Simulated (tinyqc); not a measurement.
Resonant-tunnelling diode, transfer matrices and Tsu-Esaki current: two steps of the calculation.

Emitter (band edge 0), barrier d1, well Lw, barrier d2, collector (edge -V). The bias drops linearly over these layers and none in the contacts; each layer is cut into ns equal slices, flat at the value of their centres. E is the energy of motion across the layers, C = hbar^2/(2 m0), psi and psi'/m are continuous. Transport is coherent, T(E) is taken as independent of the transverse momentum, and charge in the well is ignored.

Values chosen for this exercise; masses and offsets close to those of GaAs wells and AlGaAs barriers:
- mw = 0.069 m0 (mass in the well, spacer and contacts)
- U1 = 0.25 eV (barrier height)
- m1 = 0.092 m0 (barrier mass)
- d1 = 2.8 nm (emitter barrier)
- Lw = 7.3 nm (well width)
- d2 = 3.4 nm (collector barrier)
- ns = 3 (slices in each layer)
- V = 0.043 V (bias of the collector)
- E = 0.02782 eV (trial energy)

Constants: q = 1.602176634e-19 C, hbar = 1.054571817e-34 J s, m0 = 9.1093837015e-31 kg, hbar^2/(2 m0) = 0.0380998212 eV nm^2. Results are converted to the units shown.

Task 1. Slices under bias. U = edge of the layer - V x/Lt at the centre x of each slice, Lt the summed thickness.

Give: U; m; width.

Result 1.

```
slice    U (eV)  m (m0)  width (nm)
0       0.24851   0.092     0.93333
1       0.24554   0.092     0.93333
2       0.24257   0.092     0.93333
3      -0.01279   0.069      2.4333
4      -0.02054   0.069      2.4333
5      -0.02830   0.069      2.4333
6       0.21602   0.092      1.1333
7       0.21241   0.092      1.1333
8       0.20880   0.092      1.1333
```

Task 2. Running product of the slice matrices at the trial energy. For the pair (psi, psi'/m) a flat layer has M = [[cos kd, (m/k) sin kd], [-(k/m) sin kd, cos kd]] with k = sqrt(m (E - U)/C) above its edge U, and M = [[cosh Kd, (m/K) sinh Kd], [(K/m) sinh Kd, cosh Kd]] with K = sqrt(m (U - E)/C) below it. Later slices stand to the left. With M acting on (psi, psi'/m) and v = k/m in each lead, T(E) = 4 vL vR/[(vL vR M12 - M21)^2 + (vR M11 + vL M22)^2]. vL = sqrt(mw E/C)/mw, vR = sqrt(mw (E + V)/C)/mw.

```
slice       U (eV)  m (m0)  width (nm)
0       0.24851358   0.092  0.93333333
1       0.24554074   0.092  0.93333333
2       0.24256790   0.092  0.93333333
3      -0.01279383   0.069   2.4333333
4      -0.02054444   0.069   2.4333333
5      -0.02829506   0.069   2.4333333
6       0.21602469   0.092   1.1333333
7       0.21241481   0.092   1.1333333
8       0.20880494   0.092   1.1333333
```

Find: Product after each layer; T(E).

Result 2.

Product after each layer:
```
                M11  M12 (nm)  M21 (1/nm)      M22
barrier d1   3.8915   0.47482      29.492   3.8555
well         3.9427   0.53082     -33.615  -4.2721
barrier d2  -2.7555  -0.20364     -26.257  -2.3034
```

T(E) = 0.067828

tinyqc, about 0.3 s, one thread, Intel Xeon 2.30GHz (shared host): `OMP_NUM_THREADS=1 python tinyqc.py 2600102 2600103 out.jsonl`
